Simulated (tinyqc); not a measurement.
# Admittance spectroscopy of a deep trap, step by step

Computed by the program tinyqc: `OMP_NUM_THREADS=1 python tinyqc.py 2050160 2050161 out.jsonl`, one thread of a shared Intel Xeon 2.30GHz, about 0.01 s for the whole run. Printed values are rounded.

Schottky contact on an n-type layer with shallow donors Nd (all ionised) and a donor-like deep trap, neutral when filled and positive when empty; depletion approximation. Traps within lam of the depletion edge stay filled. The traps at xt = W - lam, where the level crosses the Fermi level, follow a slow signal and not a fast one. w = 2 pi f.

Inputs (values chosen for the exercise); material values close to those of silicon: relative permittivity eps_r = 11.6; conduction-band density of states at 300 K Nc = 2.77e19 cm^-3; thermal velocity at 300 K vth = 2.3e7 cm/s; shallow donor density Nd = 5.4e15 cm^-3; built-in voltage Vbi = 0.81 V; depth of the trap below the conduction edge Et = 0.22 eV; capture cross-section sn = 9e-17 cm^2; trap density Nt = 4.2e15 cm^-3; reverse bias Vr = 0.7 V; signal frequency f = 2e5 Hz; temperature T = 241 K.

Constants: q = 1.602176634e-19 C, kB = 1.380649e-23 J/K, eps0 = 8.8541878128e-14 F/cm where lengths are in cm. Results are converted to the units shown.

## Widths and limiting capacitances

lam = sqrt(2 eps0 eps_r (EF - ET)/(q Nd)), EF - ET = Et - (kB T/q) ln(Nc(T)/Nd), Nc(T) = Nc (T/300 K)^1.5. In the steady state at the band bending V, 2 eps0 eps_r V/q = Nd W^2 + Nt (W - lam)^2 (the second term only if W > lam). V = Vbi + Vr. C_HF = eps0 eps_r/W, C_LF = eps0 eps_r (Nd + Nt)/(Nd W + Nt xt).

lam = 108.308 nm
W = 493.231 nm
xt = 384.923 nm
C_HF = 20.8236 nF/cm^2
C_LF = 23.0368 nF/cm^2

The step is 10.6 % of C_HF.

## Admittance at the signal frequency

Emission rate en = sn vth(T) Nc(T) exp(-Et/kB T) = sn g T^2 exp(-Et/kB T), g = vth Nc/(300 K)^2, as vth goes as T^0.5 and Nc as T^1.5 (degeneracy factor 1). Inflection frequency w0 = 2 en [1 + Nt xt/(Nd W)]; C = C_HF + (C_LF - C_HF)/(1 + (w/w0)^2), G/w = (C_LF - C_HF)(w/w0)/(1 + (w/w0)^2).

en = 9.28142e5 1/s
w0/(2 pi) = 4.74763e5 Hz
C = 22.7032 nF/cm^2
G/w = 0.791802 nF/cm^2

The signal is slower than the trap, which mostly follows it.
